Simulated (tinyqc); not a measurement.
A transmission-line measurement read back: specific resistance of a metal-semiconductor contact and its transmission-line measurement. Computed by tinyqc, a small Python program. Command: `OMP_NUM_THREADS=1 python tinyqc.py 3000446 3000447 out.jsonl contact walk`. One thread of a shared host (Intel(R) Xeon(R) Processor @ 2.30GHz), about 0.01 s of CPU time with the checks.

The barrier is parabolic (depletion approximation), energies E are normal energies counted from the band edge in the neutral semiconductor (downwards for holes), and the bias is zero. xi is an input, held fixed when other inputs move.

Inputs (values chosen for the exercise, modelled on n-type In0.53Ga0.47As):
```
quantity                                         value          unit
tunnelling mass m                                0.039           m_0
permittivity eps                                  13.9             -
Richardson constant A*                            4.75  A/(cm^2 K^2)
barrier height phi_B                              0.22            eV
doping N                                         8e+17        1/cm^3
Fermi level above the band edge in the bulk, xi  0.047            eV
temperature T                                      200             K
sheet resistance R_sh                             1500           ohm
contact length d                                  0.86    micrometre
contact width W                                   0.13    micrometre
```

Image-force lowering: included.

Constants: hbar = 1.054571817e-34 J s; eps_0 = 8.8541878128e-12 F/m; m_0 = 9.1093837015e-31 kg; k_B = 8.617333262e-05 eV/K; e = 1.602176634e-19 C.

Method:
- E_00 = (e hbar/2) sqrt(N/(eps eps_0 m)); band bending E_b = phi_B + xi; depletion width w = sqrt(2 eps eps_0 E_b/(e^2 N)). Image lowering d_phi = (e^3 N E_b/(8 pi^2 (eps eps_0)^3))^(1/4) (E_b in volts), and E_b - d_phi replaces E_b everywhere except in w.
- WKB transmission for E < E_b, with a = E/E_b: D = exp{-(E_b/E_00) [sqrt(1 - a) - a ln((1 + sqrt(1 - a))/sqrt(a))]}; D = 1 above.
- At zero bias 1/rho_c = (e A*/k_B^2) int D(E) f(E) dE, f = 1/(1 + exp((E - xi)/k_B T)); 200 Gauss-Legendre points from 0 to E_b, and k_B T ln(1 + exp((xi - E_b)/k_B T)) for the part above the barrier; the share of tunnelling is the part below.
- Transmission-line model: transfer length L_T = sqrt(rho_c/R_sh); R_c = (R_sh L_T/W) coth(d/L_T). Limits: rho_c/(W d) for d << L_T, sqrt(rho_c R_sh)/W for d >> L_T.
- Transmission-line model: transfer length L_T = sqrt(rho_c/R_sh); R_c = (R_sh L_T/W) coth(d/L_T). Two contacts a gap s apart give R = 2 R_c + R_sh s/W. A straight-line fit gives R_sh from the slope and R_c from the intercept; the simple reading takes L_x = R_c W/R_sh as the transfer length and rho_c = R_sh L_x^2.

R_c W = 1070.60 ohm micrometre

contact resistance R_c = 8235.39 ohm

specific contact resistance rho_c = 5.90268e-06 ohm cm^2

Resistances:
```
gap s (micrometre)     R (ohm)
0.71                2.4663e+04
1.40                3.2625e+04
2.90                4.9932e+04
5.70                8.2240e+04
11.00               1.4339e+05
```

L_x = 0.71373 micrometre

rho_c by the simple reading = 7.6412e-06 ohm cm^2

simple reading over true value = 1.2945

The simple reading is 1.29 times too high, the factor coth^2(d/L_T): it holds only for d above about 2 L_T.
